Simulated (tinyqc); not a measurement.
Worked calculation: lattice vibrations of a chain. One step of it, computed by the program tinyqc.

Question. Dynamical matrix at q = 0.11. q is in units of 2 pi/a. A spring k from atom i to atom j, n cells on, adds k to Phi_ii and Phi_jj, -k exp(2 pi i q n) to Phi_ij and the conjugate to Phi_ji (for one atom a cell: 2k (1 - cos 2 pi q n)); D_ij = Phi_ij / sqrt(m_i m_j).

A chain moving along its axis:
```
atom   mass (u)  spring to the next atom (eV/angstrom^2)
1     49.600000                                 3.100000
2     31.900000                                24.100000
```

Give: D(q).

Answer.

D(q) (eV/(angstrom^2 u)):
```
                 1                2
1           0.5484  -0.5448+0.3862i
2  -0.5448-0.3862i           0.8527
```
